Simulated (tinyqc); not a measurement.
From results back to parameters: WKB tunnelling through a gate dielectric with a two-band (Franz) dispersion. Three cases, with inputs chosen for the exercise.

Problem. In the Fowler-Nordheim regime with a parabolic band J/F^2 is proportional to exp(-B/F), B = (4/3) sqrt(m/c) phi^(3/2), c = hbar^2/2m0, 1 V/angstrom = 100 MV/cm. The ratio below was computed from a hidden barrier.

Constants: hbar^2/2m0 = 3.80998211 eV angstrom^2.

Find: B; phi.

Method. B is the logarithm divided by 1/F1 - 1/F2; then phi = (3 B/(4 sqrt(m/c)))^(2/3). The slope fixes only m phi^3, so the mass must be known.

Case 1.

Values chosen (out of a larger set: of the size used for SiO2 on silicon; not measured data): m = 0.47 m0 (mass at the conduction edge); F1 = 8.1 MV/cm (first field); F2 = 10.8 MV/cm (second field).

ln[(J2/F2^2)/(J1/F1^2)] = 7.73683

Solution.

B = 250.67 MV/cm
phi = 3.060 eV

Case 2.

Values chosen (out of a larger set: of the size used for Al2O3 on silicon; not measured data): m = 0.32 m0 (mass at the conduction edge); F1 = 7.5 MV/cm (first field); F2 = 10.4 MV/cm (second field).

ln[(J2/F2^2)/(J1/F1^2)] = 4.43465

Solution.

B = 119.28 MV/cm
phi = 2.120 eV

Case 3.

Values chosen (out of a larger set: of the size used for HfO2 on silicon; not measured data): m = 0.23 m0 (mass at the conduction edge); F1 = 8.9 MV/cm (first field); F2 = 10.5 MV/cm (second field).

ln[(J2/F2^2)/(J1/F1^2)] = 0.97934

Solution.

B = 57.20 MV/cm
phi = 1.450 eV

Computed by tinyqc, one run a case: `OMP_NUM_THREADS=1 python tinyqc.py N N+1 out.jsonl` with N = 1451280, 1451316, 1451318; one thread of a shared Intel(R) Xeon(R) Processor @ 2.30GHz, about 0.01 s a run at most.
